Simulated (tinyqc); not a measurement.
Critical temperature from a phonon spectrum: McMillan, Allen-Dynes and the linearised Eliashberg equation: one step, computed by the program tinyqc. Command: `OMP_NUM_THREADS=1 python tinyqc.py 3001197 3001198 out.jsonl eliashberg walk`. One thread of a shared host (Intel(R) Xeon(R) Processor @ 2.30GHz), about 0.02 s of CPU time with the checks.

alpha^2 F(omega) = sum_i (lambda_i omega_i/2) delta(omega - omega_i), so that lambda = 2 int alpha^2 F/omega d omega = sum_i lambda_i.

Task: The small kernel at the trial temperature. Linearised Eliashberg equation at omega_n = (2n + 1) pi k_B T, n = 0..N-1: lambda(j) = sum_i lambda_i omega_i^2/(omega_i^2 + (2 pi j k_B T)^2); K_mn = lambda(m - n) + lambda(m + n + 1) - 2 mu*(N) - delta_mn [2m + 1 + lambda(0) + 2 sum_(j=1..m) lambda(j)], with 1/mu*(N) = 1/mu* + ln(omega_rms/omega_N), omega_N = (2N + 1) pi k_B T. T_c is where the largest eigenvalue rho of K is zero.

Inputs (values chosen for the exercise, for a model metal): peak energy omega_1 = 23.6 meV; coupling lambda_1 = 0.611; Coulomb pseudopotential mu* = 0.15; trial temperature = 20 K; Matsubara points N in the small matrix = 4.

Peaks in alpha^2 F: one.

omega_rms = 23.6 meV

Constants: k_B = 8.617333262e-05 eV/K.

Give: lambda(j), j = 0, 1, ...; mu*(N); K.

Result:

lambda(j), j = 0, 1, ...: [0.6110, 0.5047, 0.3317, 0.2111, 0.1399, 0.0975, 0.0712, 0.0540]

mu*(N) = 0.1683

K:
```
[[-0.832, 0.500, 0.206, 0.014],
 [0.500, -4.135, 0.308, 0.093],
 [0.206, 0.308, -6.912, 0.239],
 [0.014, 0.093, 0.239, -9.378]]
```
